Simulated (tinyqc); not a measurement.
# Three-phonon processes in a diatomic chain: dispersion, energy and momentum conservation, and decay channels of optical phonons, step by step

A worked calculation. Computed by tinyqc, a small Python program that keeps every step. Command: `OMP_NUM_THREADS=1 python tinyqc.py 3120855 3120856 out.jsonl threeph walk`. One thread of a shared host (Intel(R) Xeon(R) Processor @ 2.30GHz), about 0.04 s of CPU time with the checks. Intermediate numbers are printed to about 5 digits and carried at full precision; extremes and crossings named in words are read from the listed rows.

Cell length a, two atoms, one spring constant. x = q a/pi runs from -1 to 1; A and O are the acoustic and optical branches. Matrix elements are not computed: only conservation laws and occupation factors are followed.

Inputs (values chosen for the exercise, for a model chain):

| quantity | value | unit |
|---|---|---|
| light mass m | 14 | u |
| heavy mass M | 52.2 | u |
| spring constant k | 11 | eV/angstrom^2 |
| temperature T | 300 | K |
| wave number of the decaying phonon q a/pi | 0.096 | - |

Constants: nu for 1 eV/(angstrom^2 u) = 15.6333042 THz; h x 1 THz = 4.135667696 meV; k_B = 8.617333262e-05 eV/K.

## Band edges

omega^2 = k (1/m + 1/M) -/+ k sqrt((1/m + 1/M)^2 - 4 sin^2(pi x/2)/(m M)); nu = 15.6333042 THz x sqrt(omega^2) for eV/(angstrom^2 u). Acoustic top sqrt(2 k/M), optical bottom sqrt(2 k/m), optical top sqrt(2 k (1/m + 1/M)).

acoustic top = 10.149 THz

optical bottom = 19.597 THz

optical top = 22.069 THz

optical top over twice the acoustic top = 1.0873

optical bottom over twice the acoustic top = 0.96548

optical width over acoustic top = 0.24358

The zone-centre optical phonon lies above twice the acoustic top (M/m > 3), so its decay into two acoustic phonons is forbidden.

## Dispersion

The formulas are those given above.

Branches:

| x | nu_A (THz) | nu_O (THz) |
|---|---|---|
| 0.10 | 1.413 | 22.024 |
| 0.20 | 2.808 | 21.890 |
| 0.35 | 4.826 | 21.535 |
| 0.50 | 6.687 | 21.032 |
| 0.65 | 8.292 | 20.453 |
| 0.80 | 9.495 | 19.923 |
| 0.90 | 9.980 | 19.684 |
| 1.00 | 10.149 | 19.597 |

## All channels at the given wave number

Processes for O(x): decay O -> A + A and O -> O + A with x = x' + x'' (mod 2), and absorption O + A -> O with x + x' = x'' (mod 2). Roots of the energy mismatch in x' are bracketed on 4001 points from -1 to 1 and refined. A process is umklapp (U) if the sum of wave numbers leaves (-1, 1]. Weight = occupation factor/|d mismatch/dx'|, the factor being 1 + n' + n'' for decay and n' - n'' for absorption. Pairs that differ only by exchanging two acoustic products count once, and the trivial root x' = 0 is left out.

nu_O(x) = 22.028 THz

Channels:

| process | x' | x'' | nu' (THz) | nu'' (THz) | type | weight (1/THz) |
|---|---|---|---|---|---|---|
| none | - | - | - | - | - | - |

No three-phonon channel is open for this phonon in the chain; four-phonon processes, or other branches in three dimensions, would set its lifetime.

## Phase space against the mass ratio

Total weight summed over channels and averaged over x = 0.05, 0.15, ..., 0.95, with m and k fixed; share of those x with an open channel.

Optical phonons:

| M/m | weight, A + A (1/THz) | weight, with O (1/THz) | share open |
|---|---|---|---|
| 1.1 | 0.07804 | 0 | 1.0 |
| 1.5 | 0.17813 | 0 | 1.0 |
| 2.0 | 0.10584 | 0 | 0.8 |
| 2.5 | 0.06113 | 0 | 0.5 |
| 2.9 | 0.04733 | 0 | 0.2 |
| 3.3 | 0.00000 | 0 | 0.0 |
| 3.7 | 0.00000 | 0 | 0.0 |
| 4.2 | 0.00000 | 0 | 0.0 |
| 6.0 | 0.00000 | 0 | 0.0 |

The A + A channel closes between M/m = 2.9 and 3.3 on this grid: energy conservation alone would allow it up to M/m = 4, where the optical bottom passes twice the acoustic top, but momentum must be conserved too. No channel with a second optical phonon opens at any ratio. A large gap that shuts such channels is one reason why crystals with very unequal masses can conduct heat well.

Checks made by the program: band edges against the dispersion (relative difference below 1e-10).
